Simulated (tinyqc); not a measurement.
# Magnetoresistance against angle

Conductance G = G0 (1 + P1 P2 cos(phi)) at low bias, phi the angle between the magnetisations, normalised to Rp = RA/area at phi = 0.

Parameters, values chosen for the exercise: diameter Dm = 53 nm; spin polarisation of the reference layer P1 = 0.58; spin polarisation of the free layer P2 = 0.62; resistance-area product, parallel state RA = 10.5 ohm um^2.

Magnetoresistance against angle:
```
phi (degree)  R (kohm)  R/Rp - 1 (%)  share of the full TMR (%)
0                4.759             0                          0
20               4.836         1.621                      1.443
45               5.159         8.397                      7.477
70               5.762         21.07                      18.76
90               6.471         35.96                      32.02
110              7.378         55.03                      49.00
135              8.677         82.32                      73.30
160              9.773         105.4                      93.81
180              10.10         112.3                      100.0
```

R rises from 4.76 to 10.1 kohm, TMR0 = 112 %. It is the conductance that follows cos(phi), so at 90 degrees R has covered only (1 - P1 P2)/2 = 32.0 % of its range.

Computed by the program tinyqc: `OMP_NUM_THREADS=1 python tinyqc.py 2450137 2450138 out.jsonl`, one thread of a shared Intel Xeon 2.30GHz, about 0.01 s for the whole run.
